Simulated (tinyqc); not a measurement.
All hoppings scaled: three-band tight binding of a dichalcogenide monolayer.

Parameters, chosen for this exercise (near a published set for monolayer WSe2; shifted at random, so the results belong to these values and not to a real crystal):
```
symbol  value   unit  meaning
e1      0.951   eV    level of dz2
e2      2.182   eV    level of dxy and dx2-y2
t0      -0.202  eV    hopping
t1      0.455   eV    hopping
t2      0.479   eV    hopping
t11     0.265   eV    hopping
t12     0.326   eV    hopping
t22     0.034   eV    hopping
lam     0.227   eV    spin-orbit constant
```

The six hoppings are multiplied by f; e1, e2 and lam stay (real strain also moves e1 and e2, so this is no model of it). Closed forms: Ev(K) = e2 - (3/2)(t11 + t22) - 3 sqrt3 t12 + lam, Ec(K) = e1 - 3 t0, Ev(Gamma) = e1 + 6 t0.

Gaps (eV):
```
f     direct gap at K  Ev(K) - Ev(Gamma)  Ec(K) - top of valence band
0.85           0.8782             0.6671                       0.8782
0.90           1.0156             0.6206                       1.0156
0.94           1.1255             0.5834                       1.1255
0.97           1.2080             0.5555                       1.2080
1.00           1.2904             0.5276                       1.2904
1.03           1.3729             0.4996                       1.3729
1.06           1.4554             0.4717                       1.4554
1.10           1.5653             0.4345                       1.5653
```

What can be read from this table?

The direct gap changes by +27.5 meV for each per cent of f. The top of the valence band stays at K over the range.

(tinyqc, `OMP_NUM_THREADS=1 python tinyqc.py 1481580 1481581 out.jsonl`, Intel(R) Xeon(R) Processor @ 2.30GHz, 1 thread, shared host, about 0.01 s.)
